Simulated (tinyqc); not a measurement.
Inside a calculation. Method: geometry optimisation on the RHF/sto-6g surface (energies and gradients from PySCF), for BeH+, spin multiplicity 1. One step of it, computed by the program tinyqc.

Problem. Step 1: move. Quasi-Newton step p = -H^(-1) g (first H = 0.6 times the unit matrix); steps longer than 0.5 bohr are cut back.

positions at the start (bohr):
```
            x         y         z
1Be  0.000000  0.000000  0.000000
2H   0.000000  0.000000  2.358378
```

gradient (hartree/bohr):
```
              x           y            z
1Be  0.00000000  0.00000000   0.03154645
2H   0.00000000  0.00000000  -0.03154645
```

Give: positions after step 1.

Solution.

positions after step 1 (bohr):
```
          x       y        z
1Be  0.0000  0.0000  -0.0526
2H   0.0000  0.0000   2.4110
```
